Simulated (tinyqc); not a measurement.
# Implant damage, amorphisation by cascade overlap, and solid-phase epitaxial regrowth, step by step

A worked calculation. Computed by tinyqc, a small Python program that keeps every step. Command: `OMP_NUM_THREADS=1 python tinyqc.py 3113167 3113168 out.jsonl sper walk`. One thread of a shared host (Intel(R) Xeon(R) Processor @ 2.30GHz), about 0.01 s of CPU time with the checks. Intermediate numbers are printed to about 6 digits and carried at full precision; extremes and crossings named in words are read from the listed rows.

Range and width of the damage are inputs. Dynamic annealing enters only through the surviving share f.

Inputs (values chosen for the exercise, modelled on arsenic ions in silicon): atomic density N = 49.9 1/nm^3; ion Z1 = 33; ion mass M1 = 74.9 u; target Z2 = 14; target mass M2 = 28.09 u; ion energy E = 34 keV; displacement energy E_d = 14 eV; depth of the damage peak R_d = 17 nm; width of the damage profile s_d = 11 nm; share of defects that survive f = 0.92; critical displaced share x_c = 0.14; dose Q = 3e+14 1/cm^2; overlaps needed n = 3; area amorphised by one track A_i = 0.64 nm^2; regrowth prefactor v0 = 3.8e+15 nm/s; regrowth energy E_a = 2.72 eV; anneal temperature = 677 C; rate relative to (100) = 0.04; peak enhancement by the dopant = 4.6; ramp rate = 29 K/s.

Constants: a_0 = 0.529177210903 angstrom; e^2/(4 pi eps_0) = 14.39964548 eV angstrom; k_B = 8.617333262e-05 eV/K.

## Damage energy and displacements per ion

Robinson partition: eps = E a M2/(Z1 Z2 (e^2/(4 pi eps_0)) (M1 + M2)), a = 0.8853 a_0/sqrt(Z1^(2/3) + Z2^(2/3)); k = 0.0793 Z1^(2/3) Z2^(1/2) (M1 + M2)^(3/2)/((Z1^(2/3) + Z2^(2/3))^(3/4) M1^(3/2) M2^(1/2)); damage energy T_d = E/(1 + k (eps + 0.40244 eps^(3/4) + 3.4008 eps^(1/6))); displacements nu = 0.8 T_d/(2 E_d).

reduced energy eps = 0.162765

k = 0.115562

damage energy T_d = 25.7357 keV

T_d/E = 0.756933

displacements per ion nu = 735.306

24 % of the energy goes to electrons.

## The amorphous layer

Displaced share x(z) = f nu Q exp(-(z - R_d)^2/(2 s_d^2))/(sqrt(2 pi) s_d N); the layer is amorphous where x > x_c, between R_d -/+ s_d sqrt(2 ln(x_max/x_c)), the upper edge being cut at the surface. Threshold dose Q_c = Q x_c/x_max.

peak displaced share x_max = 1.47501

threshold dose Q_c = 2.84744e+13 1/cm^2

upper edge = 0 nm

lower edge = 40.8717 nm

The layer reaches the surface. Caution: x above 1 counts atoms displaced more than once.

## Damage left below the interface

Displaced atoms per area beyond the lower edge z2: f nu Q (1/2) erfc((z2 - R_d)/(sqrt2 s_d)); they are not removed by regrowth.

share of the damage beyond z2 = 0.0149977

displaced atoms beyond z2 = 3.04371e+15 1/cm^2

## Layer against dose

The formulas are those given above.

Dose series; the last column is f nu Q erfc((z2 - R_d)/(sqrt2 s_d))/2:
```
Q (1/cm^2)    x_max  upper edge (nm)  lower edge (nm)  displaced atoms beyond z2 (1/cm^2)
3.13e+13    0.15389          12.2150          21.7850                         7.02512e+15
4.27e+13    0.20994           7.0977          26.9023                         5.31508e+15
7.12e+13    0.35007           2.1074          31.8926                         4.23319e+15
1.14e+14    0.56050           0.0000          35.3221                         3.69336e+15
1.99e+14    0.97842           0.0000          38.6915                         3.27228e+15
3.42e+14    1.68151           0.0000          41.5268                         2.98065e+15
7.12e+14    3.50068           0.0000          44.9108                         2.68993e+15
1.42e+15    6.98170           0.0000          47.7583                         2.48341e+15
```

A dose 45 times larger moves the lower edge from 21.8 to 47.8 nm, as the root of a logarithm, and the damage beyond it falls by a factor 2.8, since the edge lies on an ever steeper tail. The layer reaches the surface at Q_c exp(R_d^2/(2 s_d^2)) = 9.40e13 per cm^2.

## Overlap model

Gibbons model: a point turns amorphous after n + 1 hits; with y = A_i Q the amorphous share is 1 - exp(-y) sum_(k=0..n) y^k/k!. Doses are set by y.

Amorphous share:
```
y     Q (1/cm^2)  direct impact (n = 0)      given n
0.1  1.56250e+13               0.095163  3.84683e-06
0.3  4.68750e+13               0.259182  2.65811e-04
0.6  9.37500e+13               0.451188  3.35807e-03
1.0  1.56250e+14               0.632121  1.89882e-02
2.0  3.12500e+14               0.864665  1.42877e-01
3.0  4.68750e+14               0.950213  3.52768e-01
5.0  7.81250e+14               0.993262  7.34974e-01
8.0  1.25000e+15               0.999665  9.57620e-01
```

At small y the share grows as y^4; between the first rows the exponent is 3.86.

## Isothermal regrowth

v = v0 x orientation factor x exp(-E_a/(k_B T)) x [1 + (enhancement - 1) exp(-(z - R_d)^2/(2 s_d^2))], T = anneal temperature + 273.15 K; the dopant is taken to follow the damage profile; the lower front moves from the lower edge z2 to the surface, or to the middle (z1 + z2)/2 of a buried layer with upper edge z1; time = int dz/v; the equivalent undoped distance is that time times the undoped velocity.

undoped velocity = 0.568121 nm/s

distance to regrow = 40.8717 nm

time without enhancement = 71.9418 s

equivalent undoped distance = 14.3122 nm

time with enhancement = 25.1922 s

The rate doubles for each 20 K or so near this temperature. Caution: regrowth on (111) is not only slow but leaves twins, which a single velocity does not describe.

## Regrowth during a ramp

On a linear ramp from 200 C regrowth ends at the T_f where int v_undoped dT/(ramp rate) equals the equivalent undoped distance.

temperature at which regrowth ends = 775.016 C

Checks made by the program: tail against quadrature of x(z) N (relative difference below 1e-10).
